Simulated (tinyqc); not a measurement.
Inside a calculation. Model: Haynes-Shockley experiment: drift, diffusion and decay of a minority-carrier pulse. Computed by tinyqc, a small Python program that keeps every step. Command: `OMP_NUM_THREADS=1 python tinyqc.py 3111160 3111161 out.jsonl haynes walk`. One thread of a shared host (Intel(R) Xeon(R) Processor @ 2.30GHz), about 0.01 s of CPU time with the checks. Intermediate numbers are printed to about 5 digits and carried at full precision; extremes and crossings named in words are read from the listed rows.

A thin sheet of excess carriers is made at x = 0, t = 0 in a long uniform bar; injection is low, so the pulse moves with the minority mobility.

Inputs (values chosen for the exercise, modelled on holes in n-type germanium in a lightly doped bar):

| quantity | value | unit |
|---|---|---|
| minority mobility mu | 2050 | cm^2/(V s) |
| lifetime tau | 170 | microsecond |
| temperature T | 330 | K |
| field F | 4.4 | V/cm |
| distance d to the collector | 0.92 | cm |
| second distance d2 | 2.2 | cm |
| injected sheet density N0 | 3.6e+09 | 1/cm^2 |

Constants: k_B = 8.617333262e-05 eV/K.

## Transport coefficients

D = mu k_B T/e, v = mu F. Transit time d/v, diffusion length sqrt(D tau), drift length v tau, Peclet number v d/D = e F d/(k_B T).

D = 58.296 cm^2/s

drift velocity v = 9020 cm/s

transit time d/v = 102.00 microsecond

diffusion length = 995.51 micrometre

drift length v tau = 1.5334 cm

Peclet number = 142.35

The pulse must travel 0.600 drift lengths.

## The signal at the collector

dn(x, t) = N0/sqrt(4 pi D t) exp(-(x - v t)^2/(4 D t) - t/tau). At fixed x the signal peaks where d ln(dn)/dt = 0: a t^2 + t/2 - x^2/(4 D) = 0 with a = v^2/(4 D) + 1/tau. The full width at half maximum is found by solving dn(x, t) = peak/2 on both sides of the peak.

time of the peak t_p = 100.44 microsecond

peak density = 7.2892e+09 1/cm^3

width at half maximum = 27.987 microsecond

The peak comes 1.5 % before d/v, since spreading and recombination both weaken the later part of the pulse.

## Shape in time

Times are 0.7, 0.8, 0.9, 0.95, 1, 1.05, 1.1, 1.2 and 1.4 t_p.

Signal at d:

| t/t_p | t (microsecond) | dn (1/cm^3) | dn/peak |
|---|---|---|---|
| 0.70 | 70.31 | 7.1976e+07 | 0.0099 |
| 0.80 | 80.36 | 1.2106e+09 | 0.1661 |
| 0.90 | 90.40 | 4.8918e+09 | 0.6711 |
| 0.95 | 95.42 | 6.6323e+09 | 0.9099 |
| 1.00 | 100.44 | 7.2892e+09 | 1.0000 |
| 1.05 | 105.47 | 6.6923e+09 | 0.9181 |
| 1.10 | 110.49 | 5.2605e+09 | 0.7217 |
| 1.20 | 120.53 | 2.2049e+09 | 0.3025 |
| 1.40 | 140.62 | 1.2103e+08 | 0.0166 |

At 0.9 and 1.1 t_p the signal is 0.671 and 0.722 of its peak: the trailing side is the wider one.

## Simple reading of the pulse

With w the full width at half maximum: mu = d/(F t_p); D = (w d)^2/(16 ln2 t_p^3); Einstein ratio D/mu against k_B T/e.

apparent mobility = 2081.7 cm^2/(V s)

apparent D = 58.988 cm^2/s

apparent D/mu = 28.337 mV

error of mu = 1.5444 %

error of D = 1.1874 %

The true k_B T/e is 28.44 mV.

## Two distances

Differences remove part of the bias: mu = (d2 - d)/(F (t_p2 - t_p)). The time-integrated signal is A(x) = (N0/u) exp(x (v - u)/(2 D)), u = sqrt(v^2 + 4 D/tau); the simple lifetime is tau = (t_p2 - t_p)/ln(A(d)/A(d2)).

t_p2 = 241.17 microsecond

mobility from two distances = 2067.2 cm^2/(V s)

area ratio A(d)/A(d2) = 2.2962

lifetime from areas = 169.29 microsecond

Errors: mobility +0.84 % (one distance +1.54 %), lifetime -0.42 %.

## How the errors depend on the field

With w that width: mu = d/(F t_p); D = (w d)^2/(16 ln2 t_p^3). The field is scaled by the factors listed.

Errors of the simple reading:

| factor | F (V/cm) | v d/D | v^2 tau/(4 D) | error of mu (%) | error of D (%) |
|---|---|---|---|---|---|
| 0.5 | 2.20 | 71.17 | 14.8 | 4.7314 | 2.3326 |
| 0.7 | 3.08 | 99.64 | 29.1 | 2.7143 | 1.6865 |
| 1.0 | 4.40 | 142.35 | 59.3 | 1.5444 | 1.1874 |
| 1.5 | 6.60 | 213.52 | 133.5 | 0.8434 | 0.7935 |
| 2.5 | 11.00 | 355.87 | 370.7 | 0.4162 | 0.4764 |
| 4.0 | 17.60 | 569.40 | 949.0 | 0.2285 | 0.2977 |
| 7.0 | 30.80 | 996.44 | 2906.4 | 0.1176 | 0.1701 |

The error of mu falls from 4.73 to 0.118 %. For large v d/D it is about D/(v d) + 2 D/(v^2 tau), here 0.118 % in the last row: one part from spreading, one from recombination.

Checks made by the program: area of the signal against its closed form (relative difference below 1e-10).
